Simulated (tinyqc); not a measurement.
Worked calculation: dopants and charged point defects at anneal temperature: Fermi-level effect, clustering and pairing. Computed by tinyqc, a small Python program that keeps every step. Command: `OMP_NUM_THREADS=1 python tinyqc.py 3004589 3004590 out.jsonl pairing walk`. One thread of a shared host (Intel(R) Xeon(R) Processor @ 2.30GHz), about 0.01 s of CPU time with the checks. Intermediate numbers are printed to about 6 digits and carried at full precision; extremes and crossings named in words are read from the listed rows.

Boltzmann statistics and full ionisation of active dopants. Energies are counted from the valence band; the defect (a vacancy or self-interstitial) has five charge states, with all degeneracy factors one.

Inputs (values chosen for the exercise, with bands modelled on germanium): gap at 0 K E_g0 = 0.74 eV; Varshni alpha = 0.000475 eV/K; Varshni beta = 230 K; electron mass m_e = 0.215 m_0; valleys M_c = 4; hole mass m_h = 0.33 m_0; anneal temperature T = 820 K; total dopant density N = 4.2e+20 cm^-3; formation enthalpy of the neutral defect H_f = 2.53 eV; formation entropy S_f = 7.2 k_B; site density N_s = 3.3e+22 cm^-3; intrinsic dopant diffusivity D_i = 4.7e-15 cm^2/s; anneal time t = 10 s; pair binding energy E_b = 0.48 eV; pair configurations Z = 1; storage temperature T_2 = 400 K; impurity diffusion prefactor D_0 = 0.004 cm^2/s; impurity migration energy E_m = 0.36 eV; dielectric constant eps = 16.4; active dopant density in the stored part N_2 = 1.4e+15 cm^-3.

Dopant: acceptor. Second part: pairing with a mobile impurity.

defect levels as fractions of E_g(T): (2+/+), (+/0), (0/-), (-/2-): [0.18, 0.21, 0.48, 0.9]

Constants: m_0 = 9.1093837015e-31 kg; k_B = 1.380649e-23 J/K; h = 6.62607015e-34 J s; k_B = 8.617333262e-05 eV/K; e^2/(4 pi eps_0) = 14.39964548 eV angstrom.

## The host at the anneal temperature

E_g = E_g0 - alpha T^2/(T + beta). N_c = 2 M_c (2 pi m_e k_B T/h^2)^(3/2) and N_v = 2 (2 pi m_h k_B T/h^2)^(3/2), masses in units of m_0. n_i = sqrt(N_c N_v) exp(-E_g/2 k_B T); E_i = E_g/2 + (k_B T/2) ln(N_v/N_c).

E_g = 0.435819 eV

k_B T = 0.0706621 eV

n_i = 1.42747e+18 cm^-3

E_i = 0.191637 eV

effective density of states N_b of the majority band = 2.14972e+19 cm^-3

## Active dopant

No clustering: A = N.

active density A = 4.20e+20 cm^-3

## Carrier density and Fermi level

p = A/2 + sqrt(A^2/4 + n_i^2) for an active density A. chi = n/n_i (for acceptors n_i/p); E_F = E_i + k_B T ln chi; field enhancement h = 1 + A/sqrt(A^2 + 4 n_i^2).

p = 4.20005e+20 cm^-3

chi = 0.00339871

E_F = -0.210032 eV

field enhancement h = 1.99998

The doping is 294 n_i: extrinsic conditions. Caution: the carrier density exceeds the effective density of states, where Boltzmann statistics understate the shift of E_F and so the density of charged defects (gap narrowing, also left out, works the other way).

## Charged defects

C_0 = N_s exp(S_f/k_B) exp(-H_f/k_B T). Ratios to the neutral state at E_F = E_i: r_+ = exp((E(+/0) - E_i)/k_B T), r_2+ = r_+ exp((E(2+/+) - E_i)/k_B T), r_- = exp((E_i - E(0/-))/k_B T), r_2- = r_- exp((E_i - E(-/2-))/k_B T); at other E_F state q scales as chi^(-q). The enhancement is sum r_q chi^(-q)/sum r_q. The charge on the defects is left out of neutrality.

neutral defects C_0 = 1.24702e+10 cm^-3

Charge states:
```
state  ratio r  intrinsic (cm^-3)  doped (cm^-3)
2+     0.04887        6.09384e+08    5.27550e+13
+      0.24249        3.02386e+09    8.89709e+11
0      1.00000        1.24702e+10    1.24702e+10
-      0.78001        9.72686e+09    3.30587e+07
2-     0.04562        5.68944e+08    6.57198e+03
```

all defects, doped = 5.36572e+13 cm^-3

enhancement over intrinsic = 2032.53

mean charge = 1.98295 e

Doping leaves the neutral state alone and multiplies the total by 2030; the most common state is 2+ (in intrinsic material 0).

## Dopant diffusivity

If every charge state of the defect carries the dopant equally well, D = D_i x enhancement x h x (active share A/N, a rough stand-in that overstates the dA/dN which immobile clusters call for), D_i being an input held fixed when T or H_f is moved; diffusion length 2 sqrt(D t).

effective diffusivity D = 1.91055e-11 cm^2/s

D/D_i = 4065.01

diffusion length = 276.445 nm

Caution: so large an enhancement assumes that highly charged defects carry the dopant as well as neutral ones; measured enhancements are far smaller.

## Against doping

chi = n/n_i; h = 1 + A/sqrt(A^2 + 4 n_i^2); the dopant diffusivity over its intrinsic value is D/D_i = enhancement x h x A/N, if every charge state carries the dopant equally well.

Trend at the anneal temperature:
```
N (cm^-3)  active A (cm^-3)          chi  defect enhancement  mean charge        D/D_i
4.30e+16           4.30e+16  9.85052e-01         9.96297e-01     -0.24180  1.01130e+00
1.50e+17           1.50e+17  9.48839e-01         9.87733e-01     -0.21910  1.03956e+00
5.10e+17           5.10e+17  8.37193e-01         9.65693e-01     -0.14082  1.13551e+00
1.70e+18           1.70e+18  5.68402e-01         9.61727e-01      0.12588  1.45377e+00
6.00e+18           6.00e+18  2.25784e-01         1.51678e+00      0.87524  2.88642e+00
2.10e+19           2.10e+19  6.76637e-02         7.23205e+00      1.62490  1.43982e+01
7.10e+19           7.10e+19  2.00971e-02         6.33312e+01      1.89474  1.26611e+02
2.40e+20           2.40e+20  5.94759e-03         6.72287e+02      1.96994  1.34453e+03
8.40e+20           8.40e+20  1.69937e-03         8.06114e+03      1.99152  1.61222e+04
```

Well below n_i = 1.43e18 cm^-3 chi and the enhancement are near 1. At any doping d ln(enhancement)/d ln chi equals minus the mean charge, which goes from -0.24 to +1.99 over the rows. The defect density first falls, because doping removes the states with the sign of the ionised dopant before it feeds the opposite ones. Rows with carriers above N_b lie beyond Boltzmann statistics.

## Pairing in storage

An oppositely charged mobile impurity (density M) pairs with the dopant: pairs/free = Z (N_2/N_s) exp(E_b/k_B T_2) for M << N_2; capture radius R = e^2/(4 pi eps eps_0 k_B T_2); D_m = D_0 exp(-E_m/k_B T_2); association rate 4 pi R D_m N_2; dissociation rate = association rate/(pairs/free); tau = 1/(sum of both). Trapping slows long-range motion to D_m/(1 + pairs/free).

pairs/free = 0.0473530

paired share = 0.0452121

capture radius R = 25.4727 angstrom

D_m = 1.16482e-07 cm^2/s

pairing time constant = 8.66128e-05 s

effective diffusivity of the impurity = 1.11216e-07 cm^2/s

## Pairing against temperature

The formulas are those given above.

Equilibrium and kinetics:
```
T (K)  paired share  time constant (s)  D_m (cm^2/s)  effective D (cm^2/s)
270     9.74783e-01        1.92505e-01   7.62704e-10           1.92329e-11
300     8.30853e-01        3.88013e-02   3.58365e-09           6.06165e-10
340     3.56016e-01        3.66144e-03   1.84427e-08           1.18768e-08
380     8.97079e-02        2.82884e-04   6.72254e-08           6.11947e-08
430     1.76075e-02        1.74978e-05   2.41385e-07           2.37135e-07
480     4.62783e-03        1.86603e-06   6.64089e-07           6.61016e-07
550     1.06049e-03        1.61845e-07   2.01046e-06           2.00833e-06
650     2.23460e-04        1.25268e-08   6.46842e-06           6.46697e-06
```

Half the impurity is paired at T = E_b/(k_B ln(N_s/(Z N_2))) = 328 K. The time constant at 300 K is 0.039 s. Below 328 K pairs win, and the effective diffusivity has the activation energy E_m + E_b = 0.84 eV; above it the impurity is free and moves with E_m = 0.36 eV.

Checks made by the program: ratios against Boltzmann factors of formation energies at E_F (relative difference below 1e-10).
